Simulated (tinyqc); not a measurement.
Quaternary alloy A(x)B(1-x)C(y)D(1-y) matched to a substrate, step by step. Values are carried at full precision from step to step, so a last printed digit may differ when a step is redone from the rounded ones.

Matching a(x,y) = a_s gives x = (a_s - y a_BC - (1 - y) a_BD)/(y (a_AC - a_BC) + (1 - y)(a_AD - a_BD)).
Constants: hc = 1239.841984 eV nm.

Values chosen for the exercise (AC, AD, BC, BD near GaAs, GaP, InAs and InP; substrate near GaAs; not measured data): a = (5.656, 5.451, 6.055, 5.865) angstrom (lattice constants of AC, AD, BC, BD); a_s = 5.656 angstrom (substrate); y = 0.6 (fraction of C); Eg = (1.533, 2.855, 0.419, 1.439) eV (gaps at Gamma of AC, AD, BC, BD); Cb = (0.454, 0.652, 0.167, 0.092) eV (bowing of ABC, ABD, ACD, BCD); dx = 0.028 (error of x in growth).

## The matched composition

Give numerator, denominator and x.

numerator = -0.32300 angstrom
denominator = -0.40500 angstrom
x = 0.7975

## The gap by rule 1

Q(x,y) = x y Q_AC + x (1 - y) Q_AD + (1 - x) y Q_BC + (1 - x)(1 - y) Q_BD for the lattice constant. Gap, rule 1: Q(x,y) - x (1 - x)[y C_ABC + (1 - y) C_ABD] - y (1 - y)[x C_ACD + (1 - x) C_BCD]. Rule 2 (mean of ternaries): {x (1 - x)[y T_ABC(x) + (1 - y) T_ABD(x)] + y (1 - y)[x T_ACD(y) + (1 - x) T_BCD(y)]}/{x (1 - x) + y (1 - y)}, T_ABC(x) = x E_AC + (1 - x) E_BC - C_ABC x (1 - x), T_ACD(y) = y E_AC + (1 - y) E_AD - C_ACD y (1 - y), and alike. Only the Gamma valley is followed.

Give the four weights, the bilinear part, the two bowing terms, the gap and hc/gap.

weights of AC, AD, BC, BD: 0.4785  0.3190  0.1215  0.0810

bilinear part = 1.8118 eV

bowing terms (eV): 0.0861  0.0364

gap = 1.6893 eV
wavelength = 734 nm

## The gap by rule 2

Give the four ternary gaps and their weighted mean.

T_ABC, T_ABD, T_ACD, T_BCD (eV): 1.2341  2.4630  2.0217  0.8049

gap = 1.7554 eV

Rule 2 lies 66 meV above rule 1: it averages the two bowing terms where rule 1 adds them. Both agree on the ternary edges.

## An error in composition

Replace x by x + dx; mismatch (a_s - a)/a and change of the relaxed gap by rule 1.

a = 5.6447 angstrom
mismatch = 0.201 %
change of the gap = 43.4 meV

The layer would be under tension; the strain shift of the gap is not included.

## Checks

- Lattice constant at the matched composition against a_s (angstrom): both 5.6560.
- Rule 2 as a mean of ternaries against its form with averaged bowing (eV): both 1.7554.

tinyqc: `OMP_NUM_THREADS=1 python tinyqc.py 1080594 1080595 out.jsonl`; about 0.01 s, one thread, shared Intel(R) Xeon(R) Processor @ 2.30GHz.
